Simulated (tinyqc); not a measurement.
Thermal stress, cracking, delamination and buckling of a thin film; Griffith cracks and misfitting inclusions: one step, computed by the program tinyqc.

Isotropic linear elasticity; the substrate is much thicker than the film; stress is positive in tension.

Question. Channel cracks and edge delamination. Channel crack through the film: G = pi g G0, critical thickness where G = Gamma_f. Steady delamination from an edge: G = G0, critical thickness where G = Gamma_i.

Inputs (values chosen for the exercise, for a model film):

| quantity | value | unit |
|---|---|---|
| film Young's modulus E | 353 | GPa |
| deposition temperature T_d | 1325 | K |
| final temperature T | 300 | K |
| film thickness h | 0.12 | micrometre |
| film toughness Gamma_f | 7.89 | J/m^2 |
| interface toughness Gamma_i | 7.1 | J/m^2 |

factor g = 1.764419

G0 = 0.4148880 J/m^2

Give: driving force for channelling; critical thickness for channelling; critical thickness for delamination.

Answer.

driving force for channelling = 2.300 J/m^2

critical thickness for channelling = 0.4117 micrometre

critical thickness for delamination = 2.054 micrometre

As the film thickens, channel cracking comes first. At h the film is safe against both. Caution: at a stress above 0.4 % of E a ductile film would yield, and the elastic value is then an upper bound; a brittle film in tension cracks instead.
